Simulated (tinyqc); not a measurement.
Raising U: Hubbard ring of 6 sites, mean field against exact. Computed by the program tinyqc. Collinear unrestricted mean field (the lowest of 40 random starts) against exact diagonalisation.

one-body matrix (hopping and site energies) (eV):
```
,1,2,3,4,5,6
1,0.0000,-1.9000,0.0000,0.0000,0.0000,-1.9000
2,-1.9000,0.0000,-1.9000,0.0000,0.0000,0.0000
3,0.0000,-1.9000,0.0000,-1.9000,0.0000,0.0000
4,0.0000,0.0000,-1.9000,0.0000,-1.9000,0.0000
5,0.0000,0.0000,0.0000,-1.9000,0.0000,-1.9000
6,-1.9000,0.0000,0.0000,0.0000,-1.9000,0.0000
```

electrons, up and down: 3  2

Exact and mean-field results (eV):
```
U,U/t,E exact,E mean field,mean |n_up - n_down|,"double occupancy, exact",first gap in the sector
0.950,0.500,-12.39446,-12.35445,0.181,0.151,0.000
1.900,1.000,-11.57693,-11.41849,0.198,0.136,0.000
3.800,2.000,-10.19372,-9.58714,0.254,0.107,0.000
5.700,3.000,-9.11107,-7.87211,0.368,0.083,0.000
7.600,4.000,-8.27440,-6.58123,0.607,0.064,0.000
11.400,6.000,-7.12278,-5.28674,0.741,0.039,0.000
15.200,8.000,-6.40123,-4.63402,0.783,0.025,0.000
22.800,12.000,-5.58010,-3.98278,0.812,0.013,0.000
38.000,20.000,-4.86126,-3.46356,0.826,4.88e-03,0.000
```

What does the comparison show, and why?

In absolute terms mean field is worst at U/t = 6.0, 1.836 eV too high: at small U it is nearly exact, and at large U it still misses the motion of the hole through a fluctuating spin background. Relative to the exact energy its error is 0.3 % at the smallest U, 29 % at most and 29 % at the largest. The double occupancy falls from 0.151 to 0.005.
